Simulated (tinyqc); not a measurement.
The 3-omega method: a line heater on a substrate with a thin film: one step, computed by the program tinyqc. Command: `OMP_NUM_THREADS=1 python tinyqc.py 3002919 3002920 out.jsonl threeomega walk`. One thread of a shared host (Intel(R) Xeon(R) Processor @ 2.30GHz), about 0.01 s of CPU time with the checks.

A current at angular frequency omega = 2 pi f heats the line at 2 omega with the amplitude P per length; the temperature swing Delta T at 2 omega gives a voltage at 3 omega. The substrate is taken as semi-infinite and isotropic, and the heat capacity of heater and film is left out.

Problem. The film adds a constant step. One-dimensional flow across the film: Delta T_f = P (t/kappa_f + R_i)/(2 b); total in-phase swing Delta T = Delta T_s + Delta T_f; third-harmonic amplitude V_3 = V_1 beta |Delta T|/2 with the out-of-phase part included; the apparent film conductivity is t/(t/kappa_f + R_i).

Inputs (values chosen for the exercise, modelled on a silicon-germanium alloy on silica):
```
quantity                                    value        unit
substrate conductivity kappa                 1.43     W/(m K)
heater half-width b                           4.9  micrometre
power amplitude per length P                  1.7         W/m
film thickness t                              270          nm
film conductivity kappa_f                     4.3     W/(m K)
interface resistance R_i                       37    m^2 K/GW
temperature coefficient of resistance beta    2.6      1e-3/K
voltage amplitude V_1                        0.97           V
```

in-phase Delta T_s = 1.065383 K

out-of-phase Delta T_s = -0.2930293 K

Give: Delta T_f; total in-phase swing; V_3; apparent film conductivity; film share of the in-phase swing.

Solution.

Delta T_f = 0.01731 K

total in-phase swing = 1.083 K

V_3 = 1.414 mV

apparent film conductivity = 2.706 W/(m K)

film share of the in-phase swing = 0.01599

The interface lowers the apparent conductivity by 37 %. The film is a small part of the signal: an error of 1 % in Delta T_s becomes 62 % in the film resistance. Caution: the film does not conduct much worse than the substrate, so heat spreads in it and the one-dimensional step is only approximate, and wrong once kappa_f nears or exceeds kappa.
